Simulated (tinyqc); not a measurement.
Oxide trap near a transistor channel: two-state multiphonon kinetics, telegraph noise and bias instability: one step, computed by the program tinyqc. Command: `OMP_NUM_THREADS=1 python tinyqc.py 3017888 3017889 out.jsonl oxidetrap walk`. One thread of a shared host (Intel(R) Xeon(R) Processor @ 2.30GHz), about 0.01 s of CPU time with the checks.

An n-channel device under positive gate bias. The trap is empty (state 1) or holds an electron (state 2); both states are parabolas of equal curvature, and the electron reservoir is taken at the Fermi level of the channel.

Task: Barriers and time constants. E_21 = E_t - e F x is the energy of state 2 over state 1; barriers E_c = (E_R + E_21)^2/(4 E_R), E_e = E_c - E_21; tau_c = exp(E_c/k_B T)/(k_0 P), tau_e = exp(E_e/k_B T)/(k_0 P), P the tunnelling factor; occupation f_2 = tau_e/(tau_c + tau_e); 1/tau_0 = 1/tau_c + 1/tau_e.

Inputs (values chosen for the exercise, with an insulator like SiO2 on silicon):

| quantity | value | unit |
|---|---|---|
| trap depth x from the interface | 1.5 | nm |
| trap level above E_F at zero field E_t | 0.32 | eV |
| relaxation energy E_R | 2.8 | eV |
| oxide field F | 2.7 | MV/cm |
| attempt rate k_0 at the interface | 8e+12 | 1/s |
| temperature T | 300 | K |

Parts treated: one trap.

tunnelling factor = 4.134982e-08

Constants: k_B = 8.617333262e-05 eV/K.

Give: E_21; capture barrier E_c; emission barrier E_e; capture time tau_c; emission time tau_e; occupation f_2; tau_0.

Result:

E_21 = -0.085 eV

capture barrier E_c = 0.65815 eV

emission barrier E_e = 0.74315 eV

capture time tau_c = 3.4418e+05 s

emission time tau_e = 9.2199e+06 s

occupation f_2 = 0.96401

tau_0 = 3.3180e+05 s

The two times are within a factor 30 of each other, so the trap switches between both states, though too slowly to see in a usual record.
